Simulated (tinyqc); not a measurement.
Total mobility: mobility limited by charged threading dislocations. Computed by tinyqc, a small Python program. Command: `OMP_NUM_THREADS=1 python tinyqc.py 3018466 3018467 out.jsonl disl walk`. One thread of a shared host (Intel(R) Xeon(R) Processor @ 2.30GHz), about 0.01 s of CPU time with the checks.

Parallel lines trap electrons, one site every c, and the current flows across them. Donors are taken as fully ionised and statistics as non-degenerate; SI units, mass times m_0.

Inputs (values chosen for the exercise, modelled on germanium on silicon): effective mass m = 0.12 m_0; permittivity eps = 16; site spacing c along the line = 4 angstrom; largest filling f_0 = 0.5; acceptor level E_t below the band edge = 0.22 eV; dislocation density N_dis = 1.8e+10 1/cm^2; donor density N = 1.5e+17 1/cm^3; lattice mobility at 300 K = 4100 cm^2/(V s); temperature T = 150 K.

Band: parabolic. Filling of the line: limited by its own charge.

Constants: m_0 = 9.1093837015e-31 kg; k_B = 1.380649e-23 J/K; hbar = 1.054571817e-34 J s; e^2/(4 pi eps_0) = 14.39964548 eV angstrom; k_B = 8.617333262e-05 eV/K; eps_0 = 8.8541878128e-12 F/m; e = 1.602176634e-19 C.

Method:
- Filling f solves f = min(f_0, f*), where f* makes the line potential equal the available energy: (e^2 f/(4 pi eps eps_0 c)) (2 ln(R/r_0) - 1) = E_t - k_B T ln(N_c/N), R = sqrt(f/(pi c N)) the Read radius, r_0 = c/f, N_c = 2 (m k_B T/(2 pi hbar^2))^(3/2). Free electrons n = N - f N_dis/c; screening length lambda = sqrt(eps eps_0 k_B T/(e^2 n)).
- tau(k) = hbar^3 (eps eps_0)^2 c^2 (1 + 4 lambda^2 k^2)^(3/2)/(N_dis m e^4 f^2 lambda^4), k the wave number across the lines; mu_dis = (e/m) int x tau exp(-x) dx with x = hbar^2 k^2/(2 m k_B T), 160 Gauss-Legendre points in sqrt(x) from 0 to sqrt(32). Closed form for lambda k >> 1: mu = 30 sqrt(2 pi) (eps eps_0)^2 c^2 (k_B T)^(3/2)/(N_dis e^3 f^2 lambda sqrt(m)).
- Other processes: Brooks-Herring mobility of a classical gas, mu_I = 128 sqrt(2 pi) (eps eps_0)^2 (k_B T)^(3/2)/(N e^3 sqrt(m) [ln(1 + b) - b/(1 + b)]), b = 24 m k_B T lambda^2/hbar^2; lattice mobility times (T/300 K)^(-2); Matthiessen's rule.

screening length lambda = 13.8703 nm

dislocation mobility = 1685.92 cm^2/(V s)

free electrons n = 5.94085e+16 1/cm^3

impurity mobility = 8347.7 cm^2/(V s)

lattice mobility = 16400 cm^2/(V s)

total mobility = 1292.1 cm^2/(V s)

resistivity = 0.081308 ohm cm

What does the comparison show, and why?

Dislocations hold 77 % of 1/mu, impurities 15 % and the lattice 8 %. Dislocation and lattice-plus-impurity scattering would be equal at N_dis = 5.5e9 per cm^2 if n and f stayed as they are. Caution: the cylinders begin to overlap, so barriers and percolation replace independent scattering.

Extremes, crossings and ranges named in words are read from the listed rows.
